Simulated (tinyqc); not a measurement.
Inside a calculation. Method: one-electron ion in a basis of Gaussians. One step of it, computed by the program tinyqc.

Problem. Generalised eigenproblem. Solve H C = S C e through S^(-1/2); each column has its largest component positive (the first on a tie).

H = T + V (hartree):
```
           1          2
1  -3.200370  -3.037130
2  -3.037130  -4.070102
```

S:
```
          1         2
1  1.000000  0.663064
2  0.663064  1.000000
```

Give: eigenvalues of S; eigenvalues; coefficients.

Solution.

eigenvalues of S: 0.337  1.663

eigenvalues (hartree): -4.154  -1.633

coefficients:
```
       1       2
1  0.244   1.313
2  0.822  -1.053
```

For Z = 6 and l = 1 the exact lowest level is -Z^2/(2 n^2) with n = l + 1: -4.500000 hartree.
